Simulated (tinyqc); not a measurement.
Cabrera-Mott growth of a thin oxide under its own electric field: one step, computed by the program tinyqc. Command: `OMP_NUM_THREADS=1 python tinyqc.py 3026080 3026081 out.jsonl cabrera walk`. One thread of a shared host (Intel(R) Xeon(R) Processor @ 2.30GHz), about 0.02 s of CPU time with the checks.

Electrons cross the film freely and set a fixed potential V across it; the field V/x lowers the barrier for ions entering the oxide.

Task: Thickness after time t. u = u0 exp(-W/(k_B T)), X1 = z b V/(k_B T) with V in volts and k_B T in eV; dx/dt = 2 u sinh(X1/x). t(x) = int_(x0)^x dx / (dx/dt) by Gauss-Legendre quadrature (80 points on each side of (x0 + 2 x)/3), solved for x.

Inputs (values chosen for the exercise, for a model metal): Mott potential V = 1.3 V; temperature T = 250 K; starting thickness x0 = 4.4 angstrom; time t = 77 s.

Backward hops: kept.

u = 1.646056e-16 angstrom/s

X1 = 199.1335 angstrom

Give: thickness x; rate at time t; field at time t.

Result:

thickness x = 6.550 angstrom

rate at time t = 0.002630 angstrom/s

field at time t = 19.85 MV/cm

X1/x = 30.4: the field term still rules. Caution: the starting field or rate is formal: the first layers form as fast as oxygen arrives.
